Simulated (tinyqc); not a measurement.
Trap in a gate oxide as a short-range spherical well: sweeps and comparisons. A value that a table varies takes the place of the one given here.

A spherical well of radius R and depth V0 below the conduction edge, one mass m, c = hbar^2/2m0. The s level at binding Et solves k cot(k R) = -kappa with k = sqrt(m (V0 - Et)/c), kappa = sqrt(m Et/c); it exists for V0 > Vc = c (pi/2R)^2/m. Outside, psi falls as exp(-kappa r)/r.

Lucovsky model (delta well, plane-wave final states, no local-field factor): sigma = (32 pi alpha c/(3 n_r m Et)) (x - 1)^(3/2)/x^3, x = h nu/Et, c = hbar^2/2m0; 1 angstrom^2 = 1e-16 cm^2.

Energies from the conduction edge of the channel. The trap level at depth x is E_T = dEc - Et - e Fox x (1 MV/cm = 0.01 eV/angstrom). An electron at the channel edge tunnels with the WKB exponent S = (4/3) sqrt(m/c) [dEc^(3/2) - (dEc - e Fox x)^(3/2)]/(e Fox), c = hbar^2/2m0; tau = t0 exp(S); the occupation is f = 1/(1 + exp((E_T - EF)/kB T)), tau_c = tau/f and tau_e = tau/(1 - f). Lattice relaxation is left out; a level below the channel edge needs phonons as well, so tau is then a lower bound, while a level above it can also empty elastically at its own energy, through a thinner barrier, faster than this tau.

Constants: hbar^2/2m0 = 3.80998211 eV angstrom^2; fine-structure constant alpha = 0.007297352564; kB = 8.617333262e-05 eV/K.

Parameters, chosen for this exercise (near those of SiO2 on 4H SiC; shifted at random, so the results belong to these values and not to a real crystal): R = 3.6 angstrom (radius of the well); m = 0.454 m0 (mass); fV = (1.05, 1.13, 1.29, 1.75, 2.41, 3.09, 6.92) (V0/Vc); n_r = 1.49 (refractive index); xs = (1.11, 1.17, 1.58, 1.89, 2.25, 3.3, 4.5, 8.11) (photon energies h nu/Et); dEc = 2.76 eV (conduction offset to the channel); Fox = 6.4 MV/cm (oxide field, lowering levels away from the channel); t0 = 7.6 x 1e-11 s (time constant at the interface); T = 200 K (temperature); EF = -0.13 eV (Fermi level above the channel edge); ds = (2, 4, 7, 10, 14, 19) angstrom (depths); V0 = 6.02 eV (depth of the well); x = 12 angstrom (depth of the trap).

## From threshold to a deep level

Et against the depth at fixed R; near threshold Et = (pi^2/16)(V0 - Vc)^2/Vc.

Results:

| V0/Vc | V0 (eV) | Et (eV) | threshold form (eV) | 1/kappa (angstrom) | share outside |
|---|---|---|---|---|---|
| 1.05 | 1.678 | 0.002377 | 0.002464 | 59.4 | 0.942 |
| 1.13 | 1.805 | 0.01522 | 0.01666 | 23.5 | 0.860 |
| 1.29 | 2.061 | 0.06853 | 0.08289 | 11.1 | 0.729 |
| 1.75 | 2.796 | 0.3619 | 0.5544 | 4.8 | 0.498 |
| 2.41 | 3.851 | 0.9888 | 1.959 | 2.9 | 0.332 |
| 3.09 | 4.937 | 1.768 | 4.305 | 2.2 | 0.242 |
| 6.92 | 11.056 | 7.029 | 34.54 | 1.1 | 0.085 |

The threshold form holds to 10 % up to V0/Vc = 1.13 of those listed. There the state is mostly outside the well (94 % in the first row) and knows only Et, which is why a delta-well model works; more than half is inside from V0/Vc = 1.75 on. A second s level would need V0/Vc > 9.

## Neutral against charged centre

Et = 2.62042 eV

Lucovsky cross-section, its shape relative to the peak, and the shape of a hydrogen-like centre relative to threshold: x^-4 exp(4 - 4 atan(e)/e)/(1 - exp(-2 pi/e)), e = sqrt(x - 1).

Results:

| x | h nu (eV) | sigma (1e-18 cm^2) | relative to peak | hydrogen-like |
|---|---|---|---|---|
| 1.11 | 2.909 | 1.40 | 0.213 | 0.756 |
| 1.17 | 3.066 | 2.30 | 0.350 | 0.656 |
| 1.58 | 4.140 | 5.89 | 0.896 | 0.287 |
| 1.89 | 4.953 | 6.54 | 0.995 | 0.173 |
| 2.25 | 5.896 | 6.45 | 0.982 | 0.105 |
| 3.30 | 8.647 | 5.10 | 0.776 | 0.035 |
| 4.50 | 11.792 | 3.78 | 0.575 | 0.014 |
| 8.11 | 21.252 | 1.87 | 0.284 | 0.002 |

The short-range centre starts from zero, reaches half its peak at x = 1.24 and peaks at x = 2; in the last row it still has 28 % of the peak. The Coulomb centre is largest at threshold and is down to 0.2 % there. Reading the peak as the threshold would misplace the level by a factor 2, here 2.62 eV. Rows above the gap, about 9 eV, are hidden by band-to-band absorption.

## Depth of the trap

Each depth has its own level and time; the corner frequency is 1/(2 pi tau).

Results:

| x (angstrom) | E_T (eV) | S | tau (s) | corner (Hz) | f |
|---|---|---|---|---|---|
| 2 | 0.012 | 2.27 | 7.3e-10 | 2.2e+08 | 0.000 |
| 4 | -0.116 | 4.48 | 6.7e-09 | 2.4e+07 | 0.313 |
| 7 | -0.308 | 7.69 | 1.7e-07 | 9.5e+05 | 1.000 |
| 10 | -0.500 | 10.78 | 3.6e-06 | 4.4e+04 | 1.000 |
| 14 | -0.756 | 14.67 | 0.00018 | 8.9e+02 | 1.000 |
| 19 | -1.076 | 19.18 | 0.016 | 9.8 | 1.000 |

tau spans 7.3 decades, one decade for each 2.08 angstrom at the start and 2.56 at the end, where the field has thinned the barrier. Traps spread evenly in depth are thus spread nearly evenly in ln tau; if levels near EF exist at every depth, this sums to 1/f noise and to charging that grows as ln t. With the single Et of this table only depths where f is neither 0 nor 1 contribute. The level crosses EF between 4 and 7 angstrom.

## What each parameter does

Et from the well, then the level and the time. Each row changes one parameter from the base and keeps the others.

Results:

| case | Et (eV) | E_T (eV) | log10 tau (s) | ln(tau_c/tau_e) |
|---|---|---|---|---|
| base | 2.620 | -0.628 | -4.58 | -28.9 |
| x = 14 angstrom | 2.620 | -0.756 | -3.75 | -36.3 |
| Fox = 7.4 MV/cm | 2.620 | -0.748 | -4.65 | -35.9 |
| dEc = 2.54 eV | 2.620 | -0.848 | -4.84 | -41.7 |
| m = 0.499 m0 | 2.831 | -0.839 | -4.31 | -41.2 |
| V0 = 6.32 eV | 2.866 | -0.874 | -4.58 | -43.2 |
| T = 250 K | 2.620 | -0.628 | -4.58 | -23.1 |
| EF = -0.08 eV | 2.620 | -0.628 | -4.58 | -31.8 |

The largest shifts from the base row, up to three for each result and ties (the steps differ in size, so this ranks the rows, not the parameters). Et (eV): V0 +0.245, m +0.211; unchanged at the printed digits by x, Fox, dEc, T and EF. E_T (eV): V0 -0.245, dEc -0.220, m -0.211; unchanged at the printed digits by T and EF. log10 tau (s): x +0.83, m +0.27, dEc -0.26; unchanged at the printed digits by V0, T and EF. ln(tau_c/tau_e): V0 -14.2, dEc -12.8, m -12.2.

(tinyqc, `OMP_NUM_THREADS=1 python tinyqc.py 1281440 1281441 out.jsonl`, Intel(R) Xeon(R) Processor @ 2.30GHz, 1 thread, shared host, about 0.01 s.)
